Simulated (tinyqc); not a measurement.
What each parameter does: three-band tight binding of a dichalcogenide monolayer.

Basis dz2, dxy, dx2-y2 on a triangular lattice, nearest neighbours; alpha = kx a/2, beta = sqrt3 ky a/2. h0 = e1 + 2 t0 (cos 2alpha + 2 cos alpha cos beta); h1 = -2 sqrt3 t2 sin alpha sin beta + 2i t1 (sin 2alpha + sin alpha cos beta); h2 = 2 t2 (cos 2alpha - cos alpha cos beta) + 2i sqrt3 t1 cos alpha sin beta; h11 = e2 + 2 t11 cos 2alpha + (t11 + 3 t22) cos alpha cos beta; h22 = e2 + 2 t22 cos 2alpha + (3 t11 + t22) cos alpha cos beta; h12 = sqrt3 (t22 - t11) sin alpha sin beta + 4i t12 sin alpha (cos alpha - cos beta) + i lam sz. H = [[h0, h1, h2], [., h11, h12], [., ., h22]], Hermitian; the lowest band of each spin is filled. K = (4 pi/3a, 0), M = (pi/a, pi/(sqrt3 a)).

Constants: hbar^2/2m0 = 3.80998211 eV angstrom^2.

Values chosen for the exercise (near a published set for monolayer MoSe2; shifted at random, so the results belong to these values and not to a real crystal):
- a = 3.325 angstrom (lattice constant)
- e1 = 0.927 eV (level of dz2)
- e2 = 2.045 eV (level of dxy and dx2-y2)
- t0 = -0.19 eV (hopping)
- t1 = 0.321 eV (hopping)
- t2 = 0.449 eV (hopping)
- t11 = 0.211 eV (hopping)
- t12 = 0.291 eV (hopping)
- t22 = 0.13 eV (hopping)
- lam = 0.091 eV (spin-orbit constant)

Spin up: gap at K, Ev(K) - Ev(Gamma), and masses at K by central differences along kx with step 0.002 1/angstrom, c = hbar^2/2m0.

One parameter was then changed.

Results before and after:

| case | gap at K (eV) | K - Gamma (eV) | m_c (m0) | m_v (m0) |
|---|---|---|---|---|
| base | 1.3846 | 0.3254 | 0.509 | 0.720 |
| changed | 1.3396 | 0.3704 | 0.482 | 0.662 |

Which of these changes was made? (a) t11 = 0.181 eV; (b) lam = 0.121 eV; (c) e2 = 2.075 eV; (d) t22 = 0.16 eV; (e) t12 = 0.321 eV; (f) e1 = 0.897 eV.

Answer: (a) t11 = 0.181 eV. Of the candidates, run in turn, only this one gives the changed row.

All candidates:

| case | gap at K (eV) | K - Gamma (eV) | m_c (m0) | m_v (m0) |
|---|---|---|---|---|
| base | 1.3846 | 0.3254 | 0.509 | 0.720 |
| t22 = 0.16 eV | 1.4296 | 0.2804 | 0.537 | 0.793 |
| e2 = 2.075 eV | 1.3546 | 0.3554 | 0.491 | 0.689 |
| lam = 0.121 eV | 1.3546 | 0.3554 | 0.495 | 0.688 |
| t11 = 0.181 eV | 1.3396 | 0.3704 | 0.482 | 0.662 |
| e1 = 0.897 eV | 1.3546 | 0.3554 | 0.491 | 0.689 |
| t12 = 0.321 eV | 1.5405 | 0.1695 | 0.581 | 1.013 |

(tinyqc, `OMP_NUM_THREADS=1 python tinyqc.py 1451615 1451616 out.jsonl`, Intel(R) Xeon(R) Processor @ 2.30GHz, 1 thread, shared host, about 0.01 s.)
